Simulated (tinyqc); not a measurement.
From results back to parameters: two-level Kane dispersion of a narrow-gap semiconductor. Two cases, with inputs chosen for the exercise.

Problem. In the two-level Kane model E = Eg/2 + sqrt(Eg^2/4 + (2/3) Ep c k^2), c = hbar^2/2m0, and the momentum mass is m(k) = (3/(2 Ep)) sqrt(Eg^2 + (8/3) Ep c k^2). It is given at the Fermi wave vectors kF = (3 pi^2 n)^(1/3) of two densities (1 cm^-3 = 1e-24 angstrom^-3).

Constants: hbar^2/2m0 = 3.80998211 eV angstrom^2.

Find: kF^2; Ep; edge mass; |Eg|.

Case 1.

Values chosen (out of a larger set: a narrow-gap II-VI alloy; not measured data): n12 = (4.6e+15, 6.3e+17) cm^-3 (two densities).

masses at the two densities (m0): 0.01549996  0.03221568

Solution.

kF^2 (1/angstrom^2): 2.6472e-05  0.00070335

Ep = 19.4 eV
edge mass = 0.01446 m0
|Eg| = 0.187 eV

m^2 = m0*^2 + (6 c/Ep) kF^2 is a straight line in kF^2: the slope gives Ep, the intercept the edge mass, and |Eg| = (2/3) Ep m0*. The sign of Eg does not enter. The two-level form takes Dso as infinite, which overstates the mass where Dso is not large against Eg.

Case 2.

Values chosen (out of a larger set: near those of grey Sn; not measured data): n12 = (2.9e+15, 9.5e+17) cm^-3 (two densities).

masses at the two densities (m0): 0.02718692  0.04038930

Solution.

kF^2 (1/angstrom^2): 1.9463e-05  0.00092490

Ep = 23.2 eV
edge mass = 0.02683 m0
|Eg| = 0.415 eV

m^2 = m0*^2 + (6 c/Ep) kF^2 is a straight line in kF^2: the slope gives Ep, the intercept the edge mass, and |Eg| = (2/3) Ep m0*. The sign of Eg does not enter. For Eg < 0 the edge mass does not depend on Dso, which enters only as EF nears it.

Computed by tinyqc, one run a case: `OMP_NUM_THREADS=1 python tinyqc.py N N+1 out.jsonl` with N = 1050895, 1050901; one thread of a shared Intel(R) Xeon(R) Processor @ 2.30GHz, about 0.01 s a run at most.
